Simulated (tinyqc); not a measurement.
# Metal-interlayer-semiconductor contact, depinning against tunnelling resistance, step by step

Computed by the program tinyqc: `OMP_NUM_THREADS=1 python tinyqc.py 2270151 2270152 out.jsonl`, one thread of a shared Intel Xeon 2.30GHz, about 0.03 s for the whole run. Printed values are rounded.

Zero bias, n-type semiconductor. Gap states at the semiconductor surface thin out as exp(-be ti), which unpins the barrier; electrons must then cross the interlayer (a rectangular barrier, no voltage drop across it) and the parabolic depleted layer, both by WKB. Energies E are counted from the Fermi level; no image force, parabolic bands.

Inputs (values chosen for the exercise); semiconductor values close to those of silicon; interlayer mass of the order of that in aluminium oxide, offset chosen freely: temperature T = 300 K; band gap Eg = 1.14 eV; relative permittivity eps_r = 11.8; electron affinity chi = 4.19 eV; conduction-band density of states at T Nc = 2.8e19 cm^-3; tunnelling mass in the semiconductor mt = 0.19 m0; Richardson mass mA = 1.97 m0; donor density Nd = 5.3e19 cm^-3; charge-neutrality level above the valence band E0 = 0.37 eV; pinning factor without interlayer S0 = 0.27; metal work function phiM = 4.33 eV; interlayer thickness ti = 0.6 nm; conduction-band offset of the interlayer above the semiconductor dE = 2.51 eV; tunnelling mass in the interlayer mi = 0.34 m0; decay constant of gap states through the interlayer be = 1.8 1/nm.

Constants: q = 1.602176634e-19 C, kB = 1.380649e-23 J/K, eps0 = 8.8541878128e-12 F/m, hbar = 1.054571817e-34 J s, h = 6.62607015e-34 J s, m0 = 9.1093837015e-31 kg, Vt = kB T/q, hbar^2/(2 m0) = 0.0380998212 eV nm^2. Results are converted to the units shown.

Range of the model: The depletion charge would drop about 0.22 V across such an interlayer (eps_r near 9) at ti = 0.6 nm and Nd = 5.3e19 cm^-3, against a band bending of 0.47 V; this model leaves that drop out.

## Pinning, barrier and scales

S = 1/(1 + (1/S0 - 1) exp(-be ti)); phiB = S (phiM - chi) + (1 - S)(Eg - E0); xi = Ec - EF deep inside, from Nd = Nc F(-xi/Vt), F(x) = (2/sqrt(pi)) int_0^infinity sqrt(u) du/(1 + exp(u - x)); band bending U = phiB - xi; E00 = (hbar/2) sqrt(Nd/(eps0 eps_r mt m0)) in volts; A = 4 pi q mA m0 kB^2/h^3.

S = 0.5213314
phiB = 0.4415612 eV
xi = -0.03336277 eV
U = 0.4749240 eV
E00 = 0.09027083 eV
A = 236.7413 A/(cm^2 K^2)

The interlayer moves the barrier from 0.600 eV to 0.442 eV; the unpinned limit is phiM - chi = 0.140 eV. E00/Vt = 3.49: by the usual rule of thumb (0.5 to 5) thermionic-field emission.

## Exponents and integrand on an energy grid

E, point 0 to 12 (eV): -0.03  0.00167  0.03333  0.065  0.09667  0.12833  0.16  0.19167  0.22333  0.255  0.28667  0.31833  0.35

With U = phiB - xi: for xi < E < phiB, y = (E - xi)/U and G1 = (U/E00) [sqrt(1 - y) - y ln((1 + sqrt(1 - y))/sqrt(y))], G1 = 0 above phiB; G2 = 2 ti sqrt(mi max(phiB + dE - E, 0)/C), C = hbar^2/(2 m0); f = 1/(1 + exp(E/Vt)); integrand exp(-G1 - G2) f.

```
point        G1        G2            f  integrand (1e-5)
0      5.124481  6.189864    0.7614148          0.928675
1      4.295861  6.156902    0.4838560          1.396815
2      3.667887  6.123773    0.2159778          1.207661
3      3.132996  6.090453   0.07486091          0.738859
4      2.662558  6.056950   0.02321739          0.379297
5      2.242818  6.023272  0.006936302          0.178324
6      1.865476  5.989393  0.002047520          0.079415
7      1.525589  5.955322  6.023155e-4          0.033955
8      1.219923  5.921065  1.770697e-4          0.014023
9      0.946158  5.886598  5.201947e-5          0.005607
10     0.703202  5.851928  1.528091e-5          0.002174
11     0.490783  5.817063  4.490445e-6          0.000818
12     0.309414  5.781976  1.319041e-6          0.000298
```

## Contact resistivity

1/rho_c = (A T^2/Vt^2) I, with I the trapezoid sum of the integrand over the grid.

I = 1.425444e-6 eV
rho_c = 2.2005e-5 ohm cm^2

A fine grid from xi upwards gives rho_c = 2.126e-5 ohm cm^2; the coarse value is 3.5 % above it. The integrand peaks at E = 0.0074 eV, and under 0.001 % of the current flows above phiB. Tunnelling through the interlayer costs a factor of 457 at this barrier height; the bare contact (ti = 0) has rho_c = 2.40e-7 ohm cm^2, so with the interlayer rho_c is 88.5 times that.
